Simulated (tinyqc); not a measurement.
Worked calculation: plane-wave Kohn-Sham cycle with exchange-only LDA in a layered model solid. One step of it, computed by the program tinyqc.

Question. Iteration 2: potential. V_H(G) = 4 pi rho(G)/G^2 for G != 0 (uniform background); v_x = -(3 rho/pi)^(1/3); V = V_ext + V_H + v_x; Fourier components f(G_m) = (1/N) sum_j f(x_j) exp(-i G_m x_j).

A solid whose potential varies along x alone (atomic units):
```
parameter                      value
period a                   12.400000
cross-section of the cell  19.000000
electrons per cell                 4
grid points                       16
plane waves -n..n, n               2
k points                           4
V1 in V1 cos(2 pi x/a)     -0.150000
```

density after iteration 1 (e/bohr^3): 0.01710694  0.01739397  0.01788249  0.01792995  0.01738412  0.01664902  0.01614219  0.01593878  0.01589888  0.01593878  0.01614219  0.01664902  0.01738412  0.01792995  0.01788249  0.01739397

Give: Potentials on the grid; V(G_m), m = 0, 1, 2, ....

Answer.

Potentials on the grid (hartree):
```
x          V_ext      V_H      v_x        V
0.0000   -0.1500   0.0377  -0.2537  -0.3660
0.7750   -0.1386   0.0370  -0.2551  -0.3567
1.5500   -0.1061   0.0331  -0.2575  -0.3305
2.3250   -0.0574   0.0226  -0.2577  -0.2926
3.1000         0   0.0053  -0.2551  -0.2498
3.8750    0.0574  -0.0149  -0.2515  -0.2090
4.6500    0.1061  -0.0328  -0.2489  -0.1757
5.4250    0.1386  -0.0446  -0.2478  -0.1539
6.2000    0.1500  -0.0487  -0.2476  -0.1463
6.9750    0.1386  -0.0446  -0.2478  -0.1539
7.7500    0.1061  -0.0328  -0.2489  -0.1757
8.5250    0.0574  -0.0149  -0.2515  -0.2090
9.3000         0   0.0053  -0.2551  -0.2498
10.0750  -0.0574   0.0226  -0.2577  -0.2926
10.8500  -0.1061   0.0331  -0.2575  -0.3305
11.6250  -0.1386   0.0370  -0.2551  -0.3567
```

V(G_m), m = 0, 1, 2, ... (hartree): -0.2530  -0.0548  -0.0016  -0.0001  0.0000
